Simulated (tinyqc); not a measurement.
Comparisons within one model: complex band structure along [001] in sp3s* tight binding. A value that a table varies takes the place of the one given here.

For k = (0, 0, kz) the phase sums are g0 = cos(phi) and g3 = i sin(phi), phi = kz a/4, and the s, pz, s* orbitals of anion (a) and cation (c) decouple from px, py. With z = exp(i phi), H(z) = H0 + z T + T^T/z for any complex z. H0 is diagonal (Esa, Epa, Exa, Esc, Epc, Exc). The anion-cation block is B(z) = z U + W/z and the cation-anion block z W^T + U^T/z, where U has Vss/2 (s,s), Vsapc/2 (s,z), -Vscpa/2 (z,s), Vxx/2 (z,z), Vxapc/2 (s*,z), -Vpaxc/2 (z,s*), and W has the same values with the s-z and s*-z signs reversed. |z| = 1 is a band state, |z| < 1 decays along [001] as exp(-kappa d) over a distance d, kappa = -(4/a) ln|z|. No spin-orbit coupling.

Parameters, chosen for this exercise (near a published set for Si, fitted to gaps, whose masses and valley positions are rough (light masses up to twice too heavy); shifted at random, so the results belong to these values and not to a real crystal): p = (-4.181, 1.715, -4.181, 1.715, 6.621, 6.621, -8.33, 1.699, 4.564, 5.723, 5.723, 5.324, 5.324) eV (order Esa, Epa, Esc, Epc, Exa, Exc, Vss, Vxx, Vxy, Vsapc, Vscpa, Vxapc, Vpaxc); a = 5.436 angstrom (lattice constant); Eg = 1.165 eV (top of the energy range, the indirect gap); dE = 0.55 eV (E - Ev).

## Two branches across an indirect gap

Ev = 0.01600 eV

The smallest kappa with Re kz = 0 and the smallest with Re kz > 0, at energies E from Ev; a dash: no such root.

Decay constants:
```
E/Eg  E (eV)  kappa at Gamma (1/angstrom)  kappa off Gamma (1/angstrom)  its Re kz (2 pi/a)
0.05  0.0583                       0.0524                        0.4435               0.721
0.20  0.2330                       0.1029                        0.4098               0.722
0.35  0.4078                       0.1337                        0.3720               0.723
0.50  0.5825                       0.1569                        0.3287               0.725
0.65  0.7572                       0.1754                        0.2771               0.726
0.80  0.9320                       0.1907                        0.2111               0.727
0.90  1.0485                       0.1995                        0.1501               0.728
0.97  1.1300                       0.2050                        0.0826               0.729
```

What can be read from the table?

The branch from the valence band at Gamma decays more slowly below E/Eg of about 0.83, and the branch from the conduction valley above. The two differ in Re kz, so passing from one to the other needs kz from an abrupt interface, a steep field, a phonon or a defect. Valleys off the [001] axis, such as L, are not seen on these branches.

## Energy and lattice constant

The slowest root of the s-pz block and the heavy-hole branch, sinh^2(kappa a/4) = ((E - Epa)(E - Epc) - Vxx^2)/(Vxx^2 - Vxy^2), at E = Ev + dE with Ev the lower root of [[Epa, Vxx], [Vxx, Epc]]; the couplings are kept when a changes. Each row changes one parameter from the base and keeps the others.

Results:
```
case                slowest kappa (1/angstrom)  heavy-hole kappa (1/angstrom)
base                                    0.1530                         0.2144
dE = 0.52 eV                            0.1492                         0.2097
a = 5.599 angstrom                      0.1485                         0.2081
```

What does this show?

The largest shifts from the base row, up to three for each result and ties (the steps differ in size, so this ranks the rows, not the parameters). slowest kappa (1/angstrom): a -0.0045, dE -0.0037. heavy-hole kappa (1/angstrom): a -0.0062, dE -0.0047. With the couplings fixed, kappa a stays, so kappa scales as 1/a.

Run: tinyqc, `OMP_NUM_THREADS=1 python tinyqc.py 1480744 1480745 out.jsonl`; Intel(R) Xeon(R) Processor @ 2.30GHz, one thread, shared host; about 0.01 s of CPU time with all checks.
